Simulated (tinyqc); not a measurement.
X-ray photoelectron analysis of a thin oxide on a semiconductor: attenuation lengths, thickness, angle series and band offsets: one step, computed by the program tinyqc.

The same element is seen in the oxide and in the substrate, at nearly the same kinetic energy; films are flat and uniform, and the work function is ignored.

Task: Band offsets by core levels. Valence band offset = (E_core - E_v)(substrate) - (E_core - E_v)(oxide) + (core level separation at the interface, oxide less substrate). The separation is made here from the given offset; a uniform field F that raises the binding energy towards the surface shifts the oxide peak by e F <z>, <z> = d/(1 - exp(-x)) - d/x, x = d/(L_o cos theta), being the mean distance from the interface. Conduction band offset = oxide gap - substrate gap - valence band offset.

Inputs (values chosen for the exercise, modelled on SiO2 on 4H-SiC):
```
quantity                                       value   unit
oxide gap                                       8.73     eV
substrate gap                                   3.26     eV
oxide thickness d                               0.68     nm
valence band offset used to make the data        2.9     eV
core level less valence band top, substrate    98.92     eV
core level less valence band top, thick oxide  98.61     eV
field in the oxide                              0.12  MV/cm
```

d/(L_o cos theta) = 0.2068377

Give: separation without field; <z>; separation with field; apparent valence band offset; true conduction band offset; apparent conduction band offset.

Result:

separation without field = 2.59 eV

<z> = 0.3517 nm

separation with field = 2.594 eV

apparent valence band offset = 2.904 eV

true conduction band offset = 2.57 eV

apparent conduction band offset = 2.566 eV

The field biases both offsets by 0.0042 eV, in opposite directions.
